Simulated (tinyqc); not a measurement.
Electron continuity equation in a given potential, Scharfetter-Gummel discretisation: one step of the calculation.

Steady state in one dimension: J = q mu n E + q D dn/dx with E = -dpsi/dx and D = mu Vt, dJ/dx = 0, fixed densities nL and nR at the ends. The potential is given, psi = 0 for x < L/2 and U (2 x/L - 1) beyond, and is not changed by the electrons.

Question. Densities and current. B(d_i) and B(-d_i) are the Bernoulli factors of the potential steps, b and f the diagonal and right side. Solve B(-d_(i-1)) n_(i-1) + b_i n_i + B(d_i) n_(i+1) = f_i (end values already in f), then J_i = (q D/h) [n_(i+1) B(d_i) - n_i B(-d_i)], h = L/10, D = mu Vt.

Inputs (values chosen for the exercise); mobility close to that of 4H silicon carbide at room temperature: temperature T = 325 K; electron mobility mu = 892 cm^2/(V s); length of the region L = 6.4 um; density at x = 0 nL = 4.1e13 cm^-3; density at x = L nR = 1.2e14 cm^-3.

Constants: q = 1.602176634e-19 C, kB = 1.380649e-23 J/K, Vt = kB T/q. Results are converted to the units shown.

```
interval,B(d_i),B(-d_i)
0,1,1
1,1,1
2,1,1
3,1,1
4,1,1
5,0.18321496,2.9682993
6,0.18321496,2.9682993
7,0.18321496,2.9682993
8,0.18321496,2.9682993
9,0.18321496,2.9682993
```

```
node,diagonal b,right side f (cm^-3)
1,-2,-4.1e13
2,-2,0
3,-2,0
4,-2,0
5,-3.9682993,0
6,-3.1515143,0
7,-3.1515143,0
8,-3.1515143,0
9,-3.1515143,-2.1985795e13
```

Wanted: n; J.

Answer.

```
node,n (cm^-3)
0,4.100e13
1,3.335e13
2,2.570e13
3,1.805e13
4,1.040e13
5,2.747e12
6,2.749e12
7,2.775e12
8,3.194e12
9,9.984e12
10,1.200e14
```

```
interval,J (A/cm^2)
0,-0.4785
1,-0.4785
2,-0.4785
3,-0.4785
4,-0.4785
5,-0.4785
6,-0.4785
7,-0.4785
8,-0.4785
9,-0.4785
```

tinyqc, about 0.01 s, one thread, Intel Xeon 2.30GHz (shared host): `OMP_NUM_THREADS=1 python tinyqc.py 2220041 2220042 out.jsonl`
